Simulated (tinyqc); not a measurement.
Inside a calculation. Model: Gupta-type many-body potential for a metal. Computed by tinyqc, a small Python program that keeps every step. Command: `OMP_NUM_THREADS=1 python tinyqc.py 3006416 3006417 out.jsonl gupta walk`. One thread of a shared host (Intel(R) Xeon(R) Processor @ 2.30GHz), about 0.02 s of CPU time with the checks. Intermediate numbers are printed to about 6 digits and carried at full precision; extremes and crossings named in words are read from the listed rows.

E_i = sum_j A exp(-p (r_ij/r0 - 1)) - xi rho_i^gamma, with rho_i = sum_j exp(-2 q (r_ij/r0 - 1)); gamma = 1/2 is the tight-binding second-moment form. The crystal is fcc unless stated; d is the neighbour distance and a fixed number of shells is kept.

Inputs (values chosen for the exercise, for a model metal):
```
quantity,value,unit
repulsion A,0.0857,eV
hopping xi,1.51,eV
decay p,11,-
decay q,2.3,-
reference distance r0,2.556,angstrom
shells kept,5,-
embedding exponent gamma,0.45,-
```

Surface: (110).

Constants: 1 eV/angstrom^3 = 160.2176634 GPa; 1 eV/angstrom^2 = 16.02176634 J/m^2.

## Equilibrium of the fcc crystal

fcc shells: d sqrt(k), k = 1..5, with 12, 6, 24, 12, 24 atoms; Omega = d^3/sqrt2. Equilibrium: dE/dd = 0; B = d^2 E''(d)/(9 Omega).

neighbour distance d = 2.56412 angstrom

lattice constant = 3.62622 angstrom

cohesive energy E_c = 3.90507 eV

bulk modulus B = 141.927 GPa

## Shell terms at equilibrium

Repulsion and density of one neighbour in each shell, and their sums.

Shells:
```
shell,count,r (angstrom),repulsion (eV),density
1,12,2.56412,8.27559e-02,9.85488e-01
2,6,3.62622,8.56472e-04,1.45722e-01
3,24,4.44119,2.56746e-05,3.36160e-02
4,12,5.12825,1.33468e-06,9.76221e-03
5,24,5.73355,9.86372e-08,3.28430e-03
```

repulsive energy = 0.998844 eV

density rho = 13.7029

The band term is -xi rho^gamma = -4.9039 eV; with the repulsion it gives -E_c.

## Unrelaxed vacancy

Each neighbour j of the vacancy loses one repulsive term and one density term: E_v = sum_shells count x {-repulsion - xi [(rho - density)^gamma - rho^gamma]}. (The removed atom returns to a bulk-like site, so its own energy cancels.)

vacancy energy E_v = 1.24756 eV

ratio E_v/E_c, E_c = xi rho^gamma less the repulsive energy = 0.319471

A pair potential gives E_v = E_c; here the ratio is 0.32, as the remaining bonds of the neighbours strengthen when one is lost.

## Elastic constants

Second derivatives of E/Omega at equilibrium under homogeneous strain: e_xx = h gives C11; e_xx = -e_yy = h gives 2 (C11 - C12); e_xy = e_yx = h/2 gives C44.

C11 = 175.533 GPa

C12 = 125.125 GPa

C44 = 79.6713 GPa

Cauchy pressure C12 - C44 = 45.4535 GPa

C12/C44 = 1.57; pair forces would give 1. The excess comes from the curvature of the embedding term.

## The (110) surface

Cut the crystal without relaxation; an atom in layer l keeps the neighbours that lie below the surface plane. Excess = E_i + E_c. Surface energy = sum of excesses over the layers, divided by the area per surface atom: (sqrt3/2) d^2 for (111), d^2 for (100), sqrt2 d^2 for (110).

Layers:
```
layer,nearest neighbours,repulsion (eV),rho,excess (eV)
1,7,0.583087,8.0597,0.626093
2,11,0.914214,12.1492,0.173879
3,12,0.998740,13.5390,0.026383
4,12,0.998843,13.6866,0.002629
```

excess per surface atom = 0.828984 eV

surface energy = 1.42845 J/m^2

## Three surfaces against bond counting

Bond counting with pair bonds charges E_c/12 for each missing nearest neighbour: 3, 4 and 6 per surface cell.

Surfaces:
```
face,missing bonds,excess (eV),bond counting (eV),ratio,surface energy (J/m^2)
(111),3,0.433088,0.97627,0.443616,1.21865
(100),4,0.538461,1.30169,0.413663,1.31216
(110),6,0.828984,1.95254,0.424568,1.42845
```

The order of surface energies is (111) < (100) < (110), with (110)/(111) = 1.172 against 1.225 from counting first-neighbour bonds. The excess is 0.41 to 0.44 of the bond-counting value: atoms with fewer neighbours have stronger bonds. Further shells enter the excess but not the count. Caution: relaxation, left out here, lowers surface energies.

## Energy against coordination

Nearest neighbours only, z equal bonds relaxed to their best length: r/r0 = 1 + ln[A p z^(1 - gamma)/(2 q gamma xi)]/(p - 2 q gamma), E = z A exp(-p (r/r0 - 1)) - xi [z exp(-2 q (r/r0 - 1))]^gamma.

Relaxed bonds:
```
z,r (angstrom),E per atom (eV),E/z (eV)
1,2.21291,-1.61848,-1.61848
2,2.32203,-2.02391,-1.01195
3,2.38586,-2.30665,-0.76888
4,2.43115,-2.53090,-0.63273
6,2.49498,-2.88447,-0.48075
8,2.54027,-3.16490,-0.39561
9,2.55881,-3.28744,-0.36527
12,2.60410,-3.60704,-0.30059
```

Bonds lengthen from 2.213 to 2.604 angstrom between z = 1 and 12, and |E| grows as z^0.323, the exponent gamma (p - 2q)/(p - 2 q gamma) = 0.323; pair bonds would give z^1 at a fixed length.

Checks made by the program: sum of the shell terms (relative difference below 1e-10); (C11 + 2 C12)/3 against B (relative difference 2e-10).
